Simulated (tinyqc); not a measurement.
# Read current of a NAND string, cells in series solved by shooting: what changes with what

Cells in series, numbered from 0 at the source line (0 V) to the bit line, each followed by a gap resistance Rg. A cell with gate Vg, threshold VT, source Vs and drain Vd passes I = 2 nf K Vt^2 [F(Vs) - F(Vd)]/(1 + th max(Vg - VT, 0)), F(V) = ln^2(1 + exp((Vg - VT - nf V)/(2 nf Vt))). The selected cell has Vg = Vr, the others Vg = Vp.

Values chosen for this exercise; values of the order met in vertical NAND strings:
- T = 300 K (temperature)
- K = 14 uA/V^2 (gain factor of a cell)
- nf = 2.2 (slope factor)
- th = 0.06 1/V (mobility reduction factor)
- Rg = 3.7 kohm (resistance of the gap between cells)
- Vbl = 0.4 V (bit-line voltage)
- Vp = 6.8 V (pass voltage)
- Ve = -2.4 V (threshold of an erased cell)
- Vh = 4.6 V (threshold of the highest state)
- Vx = 1.3 V (threshold of the selected cell)
- Is = 20 nA (sensing current)
- Vr = 2.95 V (read voltage on the selected word line)

Constants: q = 1.602176634e-19 C, kB = 1.380649e-23 J/K, Vt = kB T/q. Results are converted to the units shown.

Each table varies one quantity; the others keep the values above.

## Read current against the number of cells

For a trial current I start at 0 V and, cell by cell, solve for the drain: sqrt(F(Vd)) = sqrt(F(Vs) - I/k), k = 2 nf K Vt^2/(1 + th max(Vg - VT, 0)), Vd = [Vg - VT - 2 nf Vt ln(exp(sqrt F) - 1)]/nf, then add I Rg. The string current is the I for which the last node reaches Vbl. The apparent threshold is the Vr at which I = Is. Background: all other cells erased (VT = Ve) or all in the highest state (VT = Vh); ratio and shift are high over erased and high minus erased. The selected cell is in the middle, cell n/2.

Read current against the number of cells:
columns A: n; B: I, others erased (uA); C: I, others high (uA); D: ratio; E: apparent VT, erased (V); F: apparent VT, high (V); G: background shift (mV)
```
A         B        C       D      E      F      G
8     2.173   0.9620  0.4427  1.304  1.308  4.379
16    1.273   0.4920  0.3865  1.306  1.315  8.778
32   0.6950   0.2487  0.3579  1.312  1.330  17.64
64   0.3640   0.1250  0.3435  1.323  1.359  35.62
96   0.2466  0.08351  0.3387  1.334  1.388  53.95
128  0.1864  0.06269  0.3363  1.346  1.418  72.65
192  0.1253  0.04183  0.3339  1.368  1.479  111.3
```

With erased neighbours the current falls from 2.17 to 0.125 uA, as n^(-0.77) between the first two rows and n^(-0.98) between the last two (-1 once the series resistance rules). The ratio falls from 0.443 to 0.334 and the background shift rises from 4.38 to 111 mV.

## Effect of the bit-line voltage

Same model as above.

The string has 64 cells and the selected one is cell 32.

Effect of the bit-line voltage:
columns A: Vbl (V); B: I, others erased (uA); C: I, others high (uA); D: ratio; E: apparent VT, erased (V); F: apparent VT, high (V); G: background shift (mV)
```
A          B        C       D      E      F      G
0.1  0.09469  0.03670  0.3875  1.330  1.383  53.15
0.2   0.1870  0.06981  0.3733  1.323  1.359  36.07
0.3   0.2769  0.09928  0.3586  1.323  1.359  35.63
0.4   0.3640   0.1250  0.3435  1.323  1.359  35.62
0.5   0.4483   0.1470  0.3279  1.323  1.359  35.62
0.6   0.5295   0.1652  0.3119  1.323  1.359  35.62
0.7   0.6071   0.1794  0.2955  1.323  1.359  35.62
0.8   0.6805   0.1896  0.2785  1.323  1.359  35.62
```

As Vbl goes from 0.1 to 0.8 V, the current with erased neighbours rises from 0.0947 to 0.681 uA, that with high neighbours rises from 0.0367 to 0.190 uA and the ratio falls from 0.388 to 0.279. The background shift falls from 53.1 to 35.6 mV.

tinyqc, about 0.6 s, one thread, Intel Xeon 2.30GHz (shared host): `OMP_NUM_THREADS=1 python tinyqc.py 2142103 2142104 out.jsonl`
